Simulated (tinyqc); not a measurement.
Diffusion length from constant photovoltage.

Question. In a thick sample with a thin depletion layer the excess density at its edge goes as flux/(1/alpha + L), so the flux needed for a fixed surface photovoltage is proportional to 1/alpha + L. Find L.

photon flux for the same photovoltage at absorption coefficients 73 and 1100 1/cm (relative units): 296.98630  169.09091

Answer. The line of flux against 1/alpha meets zero at -L.

slope against 1/alpha = 1.00 1/um
L = 160 um

Program tinyqc, `OMP_NUM_THREADS=1 python tinyqc.py 2430070 2430071 out.jsonl`; Intel Xeon 2.30GHz, shared host, one thread, about 0.01 s.
